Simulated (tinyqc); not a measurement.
# Elastic trap-assisted tunnelling through a dielectric: two studies

Emitter at x = 0 (Fermi level 0), collector at x = t (Fermi level -V), band edge U(x) = phi - F x, F = V/t. A trap at x has the energy E = U(x) - Et. With G(u) = (4/(3 F)) sqrt(mo/C) max(u, 0)^1.5, C = hbar^2/(2 m0): S1 = G(phi - E) - G(Et), S2 = G(Et) - G(phi - V - E), T1,2 = exp(-S1,2). The steady rate through one trap is nu T1 T2 (f1 - f2)/(T1 + T2), f1 = f(E), f2 = f(E + V), f(y) = 1/(1 + exp(y/Vt)); both contacts offer states at E.

Parameters, values chosen for the exercise; dielectric values close to those of hafnium oxide:

| symbol | value | unit | meaning |
|---|---|---|---|
| T | 300 | K | temperature |
| phi | 1.53 | eV | barrier above the emitter Fermi level |
| mo | 0.2 | m0 | tunnelling mass |
| t | 6.7 | nm | thickness |
| Et | 1.25 | eV | trap depth below the band edge of the dielectric |
| Nt | 1.2e18 | cm^-3 | trap density |
| nu | 1e13 | 1/s | attempt frequency |
| V | 1.02 | V | voltage |

Constants: q = 1.602176634e-19 C, kB = 1.380649e-23 J/K, hbar = 1.054571817e-34 J s, m0 = 9.1093837015e-31 kg, Vt = kB T/q, hbar^2/(2 m0) = 0.0380998212 eV nm^2. Results are converted to the units shown.

Each table varies one quantity; the others keep the values above.

## Effect of the trap depth

J = q Nt times the integral of the rate over x. Direct S = (4/(3 F)) sqrt(mo/C) [phi^1.5 - max(phi - V, 0)^1.5].

The same in every row: direct S = 30.7.

Effect of the trap depth:
```
Et (eV)  J (A/cm^2)  x of the peak over t  larger S there
0.69        9.83e-7                 0.754            23.9
0.81        1.92e-5                 0.636            20.7
0.94        4.75e-4                 0.513            17.2
1.06        0.00485                 0.454            15.8
1.19        0.00581                 0.437            16.4
1.31        0.00242                 0.443            17.3
1.43        9.71e-4                 0.448            18.1
1.56        3.83e-4                 0.453            19.0
1.68        1.70e-4                 0.457            19.7
```

What does the comparison show?

J goes from 9.83e-7 through a maximum of 0.00581 (at Et = 1.19 eV among the rows listed) to 1.70e-4 A/cm^2. Shallow traps near the emitter lie above its Fermi level and stay empty, while deep traps face higher barriers, so a middle depth conducts best.

## Effect of the thickness at fixed voltage

Same model as above.

Result of one run:
```
t (nm)  J (A/cm^2)  x of the peak over t  larger S there  direct S
7.1        0.00142                 0.440            17.8      32.5
```

What becomes of these results when the thickness t is changed from 7.1 to 4.4 nm, all else the same?

Result of the changed run:
```
t (nm)  J (A/cm^2)  x of the peak over t  larger S there  direct S
4.4           1.12                 0.436            11.1      20.1
```

The whole series:
```
t (nm)  J (A/cm^2)  x of the peak over t  larger S there  direct S
2.5            111                 0.428            6.39      11.4
3.4           12.8                 0.433            8.63      15.6
4.4           1.12                 0.436            11.1      20.1
5.3          0.122                 0.438            13.3      24.3
6.2         0.0132                 0.439            15.6      28.4
7.1        0.00142                 0.440            17.8      32.5
8.1        1.19e-4                 0.441            20.3      37.1
9          1.27e-5                 0.441            22.5      41.2
```

J falls from 111 to 1.27e-5 A/cm^2, on average 1.07 decades a nanometre, against 1.99 for the direct exponent: trap-assisted leakage falls more slowly, so it gains on direct tunnelling as the layer thickens.

Range of the model: Phonon-assisted (inelastic) capture, chains of traps and a spread of trap depths are left out.

Computed by the program tinyqc: `OMP_NUM_THREADS=1 python tinyqc.py 2370017 2370018 out.jsonl`, one thread of a shared Intel Xeon 2.30GHz, about 0.03 s for the whole run.
